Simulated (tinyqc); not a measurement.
Capillary instabilities by surface diffusion: grooving and agglomeration of films, edge retraction, wire break-up and smoothing of roughness. Which input was changed? Computed by tinyqc, a small Python program. Command: `OMP_NUM_THREADS=1 python tinyqc.py 3003099 3003100 out.jsonl dewet which`. One thread of a shared host (Intel(R) Xeon(R) Processor @ 2.30GHz), about 0.04 s of CPU time with the checks.

Isotropic surface energy; shapes change by surface diffusion alone.

Inputs (values chosen for the exercise, for a model film):
```
quantity,value,unit
surface energy gamma_s,1.37,J/m^2
grain-boundary energy gamma_b,0.6,J/m^2
contact angle on the substrate theta,75,degrees
atomic volume Omega,17,angstrom^3
surface sites nu,12,1/nm^2
prefactor D0,0.0002,m^2/s
activation energy Q,1.12,eV
temperature T,709,K
time t,52,s
film thickness h,18,nm
grain radius R,200,nm
```

Grooves: at the surface only.

Constants: k_B = 8.617333262e-05 eV/K; k_B = 1.380649e-23 J/K.

Method:
- B = D_s nu gamma_s Omega^2/(k_B T), D_s = D0 exp(-Q/(k_B T)).
- Groove angle beta: sin(beta) = gamma_b/(2 gamma). For circular grains of radius R with spherical caps the groove ends (measured from the mean surface) at the depth R g(beta), g = (2 - 3 cos beta + cos^3 beta)/(3 sin^3 beta). The film parts if R g(beta_s) > h.
- Mullins' isolated groove: depth below the flat surface d = 0.780 m (B t)^(1/4), m = tan(beta_s), width between the ridges 4.6 (B t)^(1/4); time to reach h: (h/(0.780 m))^4/B.
- A rim shaped as a circular segment with contact angle theta holds the area h x; its radius r obeys r^2 (theta - sin theta cos theta) = h x. To advance, the edge must carry a strip of the rim height H = r (1 - cos theta) over the rim, driven by the curvature 1/r over the distance r theta (the scaling argument of Brandon and Bradshaw): H dx/dt = B/(theta r^2) gives x^(5/2) = (5/2) B t c^(3/2)/(theta (1 - cos theta) h^(3/2)), c = theta - sin theta cos theta.

Task: One of these inputs alone was changed, within the range given: activation energy Q (0.56 to 2.24); time t (26 to 104); film thickness h (9 to 36); grain radius R (100 to 400). Which one, and to what value?

Results:
```
run,B (nm^4/s),rim height H (nm),time to reach the substrate (s)
before,1.061242e+06,55.7929,105.3447
after,4.808905e+07,119.6259,2.3248
```

Result:

Each candidate set to reproduce B, and what it then gives:
```
candidate,range searched,value needed,rim height H (nm),time to reach the substrate (s)
activation energy Q (eV),0.56 to 2.24,0.8870,119.63,2.3248
time t (s),26 to 104,no effect,-,-
film thickness h (nm),9 to 36,no effect,-,-
grain radius R (nm),100 to 400,no effect,-,-
```

Only activation energy Q fits every result: it went from 1.12 to 0.887 eV. No other candidate reaches the first result within its range.

Caution: the grains are too small for the surface groove ever to reach the depth h.
